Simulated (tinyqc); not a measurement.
What moves the results: three-level Kane dispersion of a narrow-gap semiconductor. A value that a table varies takes the place of the one given here.

Zero of energy at Gamma8, c = hbar^2/2m0, P^2 = Ep c. The free-electron term and remote bands are left out, so the heavy holes are flat at E = 0 and the other three bands obey E (E - Eg)(E + Dso) = P^2 k^2 (E + 2 Dso/3). The conduction band is the highest root; its edge is Ec = max(Eg, 0).

Degenerate electrons at T = 0: kF = (3 pi^2 n)^(1/3), 1 cm^-3 = 1e-24 angstrom^-3; EF is the highest root at kF. The momentum (cyclotron, optical) mass is m(E) = hbar^2 k/(dE/dk) = c d(k^2)/dE with d(k^2)/dE = k^2 [1/E + 1/(E - Eg) + 1/(E + Dso) - 1/(E + 2 Dso/3)]; the density of states is k d(k^2)/dE/(2 pi^2).

Edge mass m0* = 3 |Eg|/(2 Ep).
Constants: hbar^2/2m0 = 3.80998211 eV angstrom^2.

Parameters, chosen for this exercise (a gap close to zero; not measured data): Eg = -0.062 eV (E(Gamma6) - E(Gamma8)); Dso = 0.97 eV (spin-orbit splitting); Ep = 19.6 eV (Kane energy); k = 0.036 1/angstrom (wave vector); n = 3.4e+17 cm^-3 (electron density).

## Filling the band

n from 1e15 to 1e19 cm^-3. The last column is the local power d ln(EF - Ec)/d ln n = kF^2/(1.5 (EF - Ec) d(k^2)/dE).

Results:

| n (cm^-3) | kF (1/angstrom) | EF - Ec (meV) | parabolic (meV) | m(EF) | m(EF)/m0* | power |
|---|---|---|---|---|---|---|
| 1.0e+15 | 0.00309 | 6.9 | 7.7 | 0.0058 | 1.22 | 0.608 |
| 1.0e+16 | 0.00667 | 25.6 | 35.7 | 0.0085 | 1.78 | 0.521 |
| 3.0e+16 | 0.00961 | 44.2 | 74.2 | 0.0111 | 2.34 | 0.478 |
| 1.0e+17 | 0.01436 | 76.7 | 165.6 | 0.0156 | 3.28 | 0.439 |
| 3.0e+17 | 0.02071 | 122.3 | 344.4 | 0.0216 | 4.55 | 0.412 |
| 1.0e+18 | 0.03094 | 198.5 | 768.5 | 0.0312 | 6.57 | 0.393 |
| 3.0e+18 | 0.04462 | 303.5 | 1598.5 | 0.0437 | 9.21 | 0.381 |
| 1.0e+19 | 0.06665 | 477.5 | 3567.1 | 0.0635 | 13.37 | 0.372 |

The power falls from 0.608 to 0.372: 2/3 marks a parabola, 1/3 a linear band. The parabola errs by more than 10 % even in the first row. The mass has doubled by n = 3.0e+16 cm^-3 and ends at 13.4 times its edge value.

## Closing and inverting the gap

Eg is varied at fixed k, Dso and Ep. Edge mass: Eg (Eg + Dso)/(Ep (Eg + 2 Dso/3)) for Eg > 0, 3 |Eg|/(2 Ep) for Eg < 0. The Gamma6 weight of the conduction state is 1/(1 + P^2 k^2 [(2/3)/E^2 + (1/3)/(E + Dso)^2]).

Results:

| Eg (eV) | m0* | highest root (eV) | middle (eV) | lowest (eV) | E - Ec (meV) | Gamma6 weight |
|---|---|---|---|---|---|---|
| -0.300 | 0.02296 | 0.1523 | -0.4031 | -1.0192 | 152.3 | 0.263 |
| -0.150 | 0.01148 | 0.2001 | -0.3096 | -1.0105 | 200.1 | 0.379 |
| -0.060 | 0.00459 | 0.2379 | -0.2613 | -1.0066 | 237.9 | 0.463 |
| -0.015 | 0.00115 | 0.2597 | -0.2398 | -1.0049 | 259.7 | 0.506 |
| 0.015 | 0.00114 | 0.2753 | -0.2265 | -1.0038 | 260.3 | 0.534 |
| 0.060 | 0.00446 | 0.3003 | -0.2079 | -1.0023 | 240.3 | 0.576 |
| 0.150 | 0.01076 | 0.3557 | -0.1760 | -0.9997 | 205.7 | 0.654 |
| 0.300 | 0.02053 | 0.4621 | -0.1359 | -0.9962 | 162.1 | 0.759 |

The edge mass vanishes with |Eg| from both sides, yet the kinetic energy at this k stays finite, at most 260.3 meV in the table; at Eg = 0 the two-level form, without the split-off band, gives the linear value sqrt(2/3) P k = 254.0 meV. The Gamma6 weight of the conduction state goes smoothly from 0.26 to 0.76 and is 0.51 and 0.53 in the two rows next to Eg = 0: at finite k nothing jumps at the inversion.

## What each parameter does

Edge mass, EF - Ec and m(EF). Each row changes one parameter from the base and keeps the others.

Results:

| case | m0* (m0) | EF - Ec (meV) | m(EF) (m0) |
|---|---|---|---|
| base | 0.00474 | 128.79 | 0.02243 |
| n = 6.8e+17 cm^-3 | 0.00474 | 170.39 | 0.02770 |
| Eg = -0.0527 eV | 0.00403 | 132.72 | 0.02230 |
| Dso = 0.8245 eV | 0.00474 | 129.46 | 0.02225 |
| Ep = 16.66 eV | 0.00558 | 116.47 | 0.02451 |

The largest shifts from the base row, up to three for each result and ties (the steps differ in size, so this ranks the rows, not the parameters). m0* (m0): Ep +0.00084, Eg -0.00071; unchanged at the printed digits by n and Dso. EF - Ec (meV): n +41.60, Ep -12.32, Eg +3.93. m(EF) (m0): n +0.00527, Ep +0.00208, Dso -0.00018.

Program tinyqc; command `OMP_NUM_THREADS=1 python tinyqc.py 1080443 1080444 out.jsonl`; about 0.01 s on one thread of a shared Intel(R) Xeon(R) Processor @ 2.30GHz.
